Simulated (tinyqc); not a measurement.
Pariser-Parr-Pople SCF with singles CI, for the molecule C=CC=CC=CC=C (SMILES; centres numbered as the heavy atoms are written), step by step. Computed by tinyqc, a small Python program that keeps every step. Settings: charge = 0, gamma = MN, start = huckel, damping = 0, iteration cap = 53, excitations kept = 9. Command: `OMP_NUM_THREADS=1 python tinyqc.py 21197 21198 out.jsonl` (the two numbers bound the seeds that draw the settings). One thread of a shared host (Intel(R) Xeon(R) Processor @ 2.60GHz), about 0.02 s of CPU time with the checks. Later iterations appear only in the table of the cycle.

## PPP integrals

Centres (angstrom, eV; a flat drawing with bonds scaled to 1.40 angstrom):
```
centre          x          y  core charge z          W   gamma_rr
1C      -4.252000  -0.231000              1  11.420000  10.680000
2C      -3.020000   0.434000              1  11.420000  10.680000
3C      -1.828000  -0.299000              1  11.420000  10.680000
4C      -0.596000   0.367000              1  11.420000  10.680000
5C       0.596000  -0.367000              1  11.420000  10.680000
6C       1.828000   0.299000              1  11.420000  10.680000
7C       3.020000  -0.434000              1  11.420000  10.680000
8C       4.252000   0.231000              1  11.420000  10.680000
```

Resonance integrals (eV):
```
i  j       beta
1  2  -2.390000
2  3  -2.390000
3  4  -2.390000
4  5  -2.390000
5  6  -2.390000
6  7  -2.390000
7  8  -2.390000
```

Mataga-Nishimoto: gamma = 14.399645/(R + a), a = 2 x 14.399645/(gamma_rr + gamma_ss); H_rr = -W_r - sum_(s != r) z_s gamma_rs; H_rs = beta for bonds.

repulsion gamma_rs (eV):
```
           1C         2C         3C         4C         5C         6C         7C         8C
1C  10.680000   5.239476   3.816260   2.849798   2.323202   1.932491   1.669889   1.459696
2C   5.239476  10.680000   5.240767   3.816288   2.850322   2.323213   1.932752   1.669889
3C   3.816260   5.240767  10.680000   5.238570   3.816260   2.849798   2.323213   1.932491
4C   2.849798   3.816288   5.238570  10.680000   5.239768   3.816260   2.850322   2.323202
5C   2.323202   2.850322   3.816260   5.239768  10.680000   5.238570   3.816288   2.849798
6C   1.932491   2.323213   2.849798   3.816260   5.238570  10.680000   5.240767   3.816260
7C   1.669889   1.932752   2.323213   2.850322   3.816288   5.240767  10.680000   5.239476
8C   1.459696   1.669889   1.932491   2.323202   2.849798   3.816260   5.239476  10.680000
```

core matrix H (eV):
```
            1C          2C          3C          4C          5C          6C          7C          8C
1C  -30.710812   -2.390000    0.000000    0.000000    0.000000    0.000000    0.000000    0.000000
2C   -2.390000  -34.492707   -2.390000    0.000000    0.000000    0.000000    0.000000    0.000000
3C    0.000000   -2.390000  -36.637358   -2.390000    0.000000    0.000000    0.000000    0.000000
4C    0.000000    0.000000   -2.390000  -37.554208   -2.390000    0.000000    0.000000    0.000000
5C    0.000000    0.000000    0.000000   -2.390000  -37.554208   -2.390000    0.000000    0.000000
6C    0.000000    0.000000    0.000000    0.000000   -2.390000  -36.637358   -2.390000    0.000000
7C    0.000000    0.000000    0.000000    0.000000    0.000000   -2.390000  -34.492707   -2.390000
8C    0.000000    0.000000    0.000000    0.000000    0.000000    0.000000   -2.390000  -30.710812
```

## Starting guess

pi electrons, sum of z_r less the charge = 8

Orbitals of the Hueckel matrix of the beta values.

P at the start:
```
           1C         2C         3C         4C         5C         6C         7C         8C
1C   1.000000   0.862086   0.000000  -0.367267   0.000000   0.263287   0.000000  -0.229353
2C   0.862086   1.000000   0.494818   0.000000  -0.103980   0.000000   0.033934   0.000000
3C   0.000000   0.494818   1.000000   0.758105   0.000000  -0.333333   0.000000   0.263287
4C  -0.367267   0.000000   0.758105   1.000000   0.528752   0.000000  -0.103980   0.000000
5C   0.000000  -0.103980   0.000000   0.528752   1.000000   0.758105   0.000000  -0.367267
6C   0.263287   0.000000  -0.333333   0.000000   0.758105   1.000000   0.494818   0.000000
7C   0.000000   0.033934   0.000000  -0.103980   0.000000   0.494818   1.000000   0.862086
8C  -0.229353   0.000000   0.263287   0.000000  -0.367267   0.000000   0.862086   1.000000
```

## Iteration 1: Fock matrix

F_rr = H_rr + P_rr gamma_rr / 2 + sum_(s != r) P_ss gamma_rs; F_rs = H_rs - P_rs gamma_rs / 2; E = tr P (H + F) / 2 + core repulsion sum_(r<s) z_r z_s gamma_rs.

F (eV):
```
           1C         2C         3C         4C         5C         6C         7C         8C
1C  -6.080000  -4.648438   0.000000   0.523319   0.000000  -0.254400   0.000000   0.167393
2C  -4.648438  -6.080000  -3.686613   0.000000   0.148189   0.000000  -0.032793   0.000000
3C   0.000000  -3.686613  -6.080000  -4.375694   0.000000   0.474966   0.000000  -0.254400
4C   0.523319   0.000000  -4.375694  -6.080000  -3.775270   0.000000   0.148189   0.000000
5C   0.000000   0.148189   0.000000  -3.775270  -6.080000  -4.375694   0.000000   0.523319
6C  -0.254400   0.000000   0.474966   0.000000  -4.375694  -6.080000  -3.686613   0.000000
7C   0.000000  -0.032793   0.000000   0.148189   0.000000  -3.686613  -6.080000  -4.648438
8C   0.167393   0.000000  -0.254400   0.000000   0.523319   0.000000  -4.648438  -6.080000
```

pi energy = -102.414229 eV

## Iteration 1: orbitals and new P

Diagonalise F (the basis is taken as orthonormal) and form P = 2 sum c c over the lowest orbitals.

orbital energies (eV): -13.423986  -12.441709  -10.854842  -8.671415  -3.488585  -1.305158  0.281709  1.263986

P after iteration 1:
```
           1C         2C         3C         4C         5C         6C         7C         8C
1C   1.000000   0.888132   0.000000  -0.356644   0.000000   0.231224   0.000000  -0.174820
2C   0.888132   1.000000   0.451498   0.000000  -0.082375   0.000000   0.024194   0.000000
3C   0.000000   0.451498   1.000000   0.794397   0.000000  -0.334094   0.000000   0.231224
4C  -0.356644   0.000000   0.794397   1.000000   0.484720   0.000000  -0.082375   0.000000
5C   0.000000  -0.082375   0.000000   0.484720   1.000000   0.794397   0.000000  -0.356644
6C   0.231224   0.000000  -0.334094   0.000000   0.794397   1.000000   0.451498   0.000000
7C   0.000000   0.024194   0.000000  -0.082375   0.000000   0.451498   1.000000   0.888132
8C  -0.174820   0.000000   0.231224   0.000000  -0.356644   0.000000   0.888132   1.000000
```

## Iteration 2: Fock matrix

As before.

F (eV):
```
           1C         2C         3C         4C         5C         6C         7C         8C
1C  -6.080000  -4.716673   0.000000   0.508181   0.000000  -0.223419   0.000000   0.127592
2C  -4.716673  -6.080000  -3.573098   0.000000   0.117398   0.000000  -0.023381   0.000000
3C   0.000000  -3.573098  -6.080000  -4.470752   0.000000   0.476050   0.000000  -0.223419
4C   0.508181   0.000000  -4.470752  -6.080000  -3.659910   0.000000   0.117398   0.000000
5C   0.000000   0.117398   0.000000  -3.659910  -6.080000  -4.470752   0.000000   0.508181
6C  -0.223419   0.000000   0.476050   0.000000  -4.470752  -6.080000  -3.573098   0.000000
7C   0.000000  -0.023381   0.000000   0.117398   0.000000  -3.573098  -6.080000  -4.716673
8C   0.127592   0.000000  -0.223419   0.000000   0.508181   0.000000  -4.716673  -6.080000
```

pi energy = -102.507869 eV

## Iteration 2: orbitals and new P

As before.

orbital energies (eV): -13.417998  -12.435515  -10.860054  -8.762889  -3.397111  -1.299946  0.275515  1.257998

P after iteration 2:
```
           1C         2C         3C         4C         5C         6C         7C         8C
1C   1.000000   0.899532   0.000000  -0.349603   0.000000   0.214029   0.000000  -0.151035
2C   0.899532   1.000000   0.430268   0.000000  -0.072780   0.000000   0.020374   0.000000
3C   0.000000   0.430268   1.000000   0.812330   0.000000  -0.330424   0.000000   0.214029
4C  -0.349603   0.000000   0.812330   1.000000   0.461086   0.000000  -0.072780   0.000000
5C   0.000000  -0.072780   0.000000   0.461086   1.000000   0.812330   0.000000  -0.349603
6C   0.214029   0.000000  -0.330424   0.000000   0.812330   1.000000   0.430268   0.000000
7C   0.000000   0.020374   0.000000  -0.072780   0.000000   0.430268   1.000000   0.899532
8C  -0.151035   0.000000   0.214029   0.000000  -0.349603   0.000000   0.899532   1.000000
```

## Convergence

Stop when output and input P, before any damping, agree to 1e-7.

Course of the cycle:
```
iteration         E (eV)  largest |P(out) - P(in)|
1          -102.41422872                  5.45e-02
2          -102.50786864                  2.38e-02
3          -102.53091188                  1.22e-02
4          -102.53646031                  6.14e-03
5          -102.53778028                  3.05e-03
6          -102.53809239                  1.51e-03
7          -102.53816597                  7.40e-04
8          -102.53818330                  3.62e-04
9          -102.53818737                  1.77e-04
10         -102.53818833                  8.62e-05
11         -102.53818856                  4.20e-05
12         -102.53818861                  2.04e-05
13         -102.53818862                  9.93e-06
14         -102.53818863                  4.83e-06
15         -102.53818863                  2.34e-06
16         -102.53818863                  1.14e-06
17         -102.53818863                  5.52e-07
18         -102.53818863                  2.68e-07
19         -102.53818863                  1.30e-07
20         -102.53818863                  6.31e-08
```

Converged in 20 iterations.

## Converged orbitals

Charges are z - P_rr.

orbital energies (eV): -13.409522  -12.426968  -10.858028  -8.845808  -3.314192  -1.301972  0.266968  1.249522

coefficients:
```
         MO1        MO2        MO3        MO4        MO5        MO6        MO7        MO8
1C  0.173640   0.326261   0.432639  -0.419794  -0.419794   0.432639  -0.326261  -0.173640
2C  0.300987   0.460266   0.404677  -0.183842   0.183842  -0.404677   0.460266   0.300987
3C  0.408201   0.391385  -0.049961   0.421537   0.421537  -0.049961  -0.391385  -0.408201
4C  0.461116   0.168898  -0.382836   0.335085  -0.335085   0.382836   0.168898   0.461116
5C  0.461116  -0.168898  -0.382836  -0.335085  -0.335085  -0.382836   0.168898  -0.461116
6C  0.408201  -0.391385  -0.049961  -0.421537   0.421537   0.049961  -0.391385   0.408201
7C  0.300987  -0.460266   0.404677   0.183842   0.183842   0.404677   0.460266  -0.300987
8C  0.173640  -0.326261   0.432639   0.419794  -0.419794  -0.432639  -0.326261   0.173640
```

pi charges: 1C 0.000000, 2C 0.000000, 3C 0.000000, 4C 0.000000, 5C 0.000000, 6C 0.000000, 7C 0.000000, 8C 0.000000

## Singles CI, singlets

Over the 9 single excitations with the smallest orbital gaps: A = (e_a - e_i) delta + 2 (ia|jb) - (ij|ab), with (pq|rs) = sum c_mp c_mq gamma_mn c_nr c_ns. f = 2/3 w |mu|^2 in atomic units, mu = sqrt2 sum c_ia sum_m c_mi c_ma R_m.

singlet CI matrix (eV):
```
           4>5       3>5        4>6        2>5        4>7        3>6        1>5        4>8
4>5   3.522547  0.000000   0.000000  -0.028484   0.028484  -0.197547   0.000000   0.000000
3>5   0.000000  5.115862   0.403789   0.000000   0.000000   0.000000   0.104994   0.053467
4>6   0.000000  0.403789   5.115862   0.000000   0.000000   0.000000  -0.053467  -0.104994
2>5  -0.028484  0.000000   0.000000   6.396354  -0.505361   0.075949   0.000000   0.000000
4>7   0.028484  0.000000   0.000000  -0.505361   6.396354  -0.075949   0.000000   0.000000
3>6  -0.197547  0.000000   0.000000   0.075949  -0.075949   7.139623   0.000000   0.000000
1>5   0.000000  0.104994  -0.053467   0.000000   0.000000   0.000000   7.083626  -0.574249
4>8   0.000000  0.053467  -0.104994   0.000000   0.000000   0.000000  -0.574249   7.083626
2>6   0.000000  0.382010  -0.429428   0.000000   0.000000   0.000000   0.240896   0.135772

           2>6
4>5   0.000000
3>5   0.382010
4>6  -0.429428
2>5   0.000000
4>7   0.000000
3>6   0.000000
1>5   0.240896
4>8   0.135772
2>6   8.301536
```

singlet excitation energies (eV): 3.511441  4.615387  5.518001  5.890993  6.473380  6.860720  7.191724  7.652678  8.441066

oscillator strengths: 2.118372  0.000000  0.000000  0.000000  0.000000  0.118104  0.193318  0.000000  0.000000

## Singles CI, triplets

Over the 9 single excitations with the smallest orbital gaps: A = (e_a - e_i) delta - (ij|ab), with (pq|rs) = sum c_mp c_mq gamma_mn c_nr c_ns.

triplet CI matrix (eV):
```
           4>5        3>5        4>6        2>5        4>7        3>6       1>5        4>8
4>5   1.193310   0.000000   0.000000  -0.339299   0.339299  -1.232460  0.000000   0.000000
3>5   0.000000   3.479613  -1.232460   0.000000   0.000000   0.000000  0.284373  -0.125911
4>6   0.000000  -1.232460   3.479613   0.000000   0.000000   0.000000  0.125911  -0.284373
2>5  -0.339299   0.000000   0.000000   4.987996   0.902996   0.979726  0.000000   0.000000
4>7   0.339299   0.000000   0.000000   0.902996   4.987996  -0.979726  0.000000   0.000000
3>6  -1.232460   0.000000   0.000000   0.979726  -0.979726   5.253588  0.000000   0.000000
1>5   0.000000   0.284373   0.125911   0.000000   0.000000   0.000000  5.687918   0.821460
4>8   0.000000  -0.125911  -0.284373   0.000000   0.000000   0.000000  0.821460   5.687918
2>6   0.000000   0.979726   0.168288   0.000000   0.000000   0.000000  1.072395  -0.695727

           2>6
4>5   0.000000
3>5   0.979726
4>6   0.168288
2>5   0.000000
4>7   0.000000
3>6   0.000000
1>5   1.072395
4>8  -0.695727
2>6   7.012816
```

triplet excitation energies (eV): 0.845665  2.093310  3.196520  4.168042  4.739145  5.890993  6.473323  6.489712  7.874058
